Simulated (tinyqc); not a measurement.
Rectangular fin or nanosheet with a gate all round, subbands and threshold shift from confinement: charge and subband filling against gate voltage.

Undoped body with a flat potential across it, hard walls, transport along x. One isotropic valley (g = 1, mx = my = mz = me). Non-parabolicity enters the subband edges through E (1 + al E) = gamma, so E = 2 gamma/(1 + sqrt(1 + 4 al gamma)); motion within a subband is taken as parabolic with the band-edge mass. Energies are counted from the bulk band edge.

gamma = C pi^2 [a^2/(my (t + dl)^2) + b^2/(mz (H + dl)^2)], C = hbar^2/(2 m0). Each subband has N_k = g sqrt(2 mx m0 kB T/(pi hbar^2)). With degeneracy n = sum N_k F((EF - E_k)/Vt), F(x) = (1/sqrt(pi)) int_0^infinity u^(-1/2) du/(1 + exp(u - x)); gate: Vg = EF + q n/(Cg P), P = 2 (t + H), summed over the 60 lowest subbands at most, with Vg counted from the value that would put EF at the bulk band edge of an empty body. Cq = q dn/dEF.

Parameters, values chosen for the exercise; masses close to those of InAs:
```
symbol   value     unit                                                meaning
T          300        K                                            temperature
me      0.0232       m0                                  mass at the band edge
al         2.9     1/eV                                       non-parabolicity
t         12.3       nm                                        width (along y)
dl         0.2       nm  widening of the box by penetration into the insulator
Cg         3.7  uF/cm^2                 gate capacitance per area of interface
H         49.2       nm                                       height (along z)
```

Constants: q = 1.602176634e-19 C, kB = 1.380649e-23 J/K, hbar = 1.054571817e-34 J s, m0 = 9.1093837015e-31 kg, Vt = kB T/q, hbar^2/(2 m0) = 0.0380998212 eV nm^2. Results are converted to the units shown.

Result of one run:

| EF - E_1 (eV) | n (cm^-1) | n/P (cm^-2) | share of the lowest subband (%) | Cq/(Cg P) | total C/(Cg P) |
|---|---|---|---|---|---|
| 0.4084 | 5.502e7 | 4.473e12 | 5.761 | 0.9074 | 0.4757 |

Which gate voltage Vg gave this result: -0.06, 0.07, 0.32, 0.69 or 0.81 V?

Vg = 0.69 V.

The whole series:

| Vg (V) | EF - E_1 (eV) | n (cm^-1) | n/P (cm^-2) | share of the lowest subband (%) | Cq/(Cg P) | total C/(Cg P) |
|---|---|---|---|---|---|---|
| -0.06 | -0.1480 | 4698 | 3.820e8 | 49.13 | 6.388e-4 | 6.383e-4 |
| 0.07 | -0.01987 | 5.480e5 | 4.455e10 | 45.57 | 0.06211 | 0.05847 |
| 0.19 | 0.08436 | 5.027e6 | 4.087e11 | 27.40 | 0.2215 | 0.1813 |
| 0.32 | 0.1836 | 1.376e7 | 1.119e12 | 15.33 | 0.4294 | 0.3004 |
| 0.44 | 0.2637 | 2.510e7 | 2.041e12 | 10.12 | 0.5526 | 0.3559 |
| 0.56 | 0.3374 | 3.824e7 | 3.109e12 | 7.528 | 0.7316 | 0.4225 |
| 0.69 | 0.4084 | 5.502e7 | 4.473e12 | 5.761 | 0.9074 | 0.4757 |
| 0.81 | 0.4698 | 7.164e7 | 5.825e12 | 4.747 | 1.005 | 0.5014 |
| 0.94 | 0.5317 | 9.100e7 | 7.398e12 | 3.977 | 1.215 | 0.5485 |

EF passes E_1 = 0.0879 eV at Vg = 0.0915 V. The share of the lowest subband falls from 49.1 to 3.98 % and the total capacitance rises from 6.38e-4 to 0.549 of Cg P. In the last row 48 % of an added gate voltage goes into raising EF (from the last two rows). For Vg = 0.32, 0.44, 0.56, 0.69, 0.81, 0.94 the charge would bend the potential across the body noticeably, which is left out.

Range of the model: Non-parabolicity also makes carriers heavier within each subband, which is left out, so densities of states are understated at high energy.

tinyqc, about 0.08 s, one thread, Intel Xeon 2.30GHz (shared host): `OMP_NUM_THREADS=1 python tinyqc.py 2350090 2350091 out.jsonl`
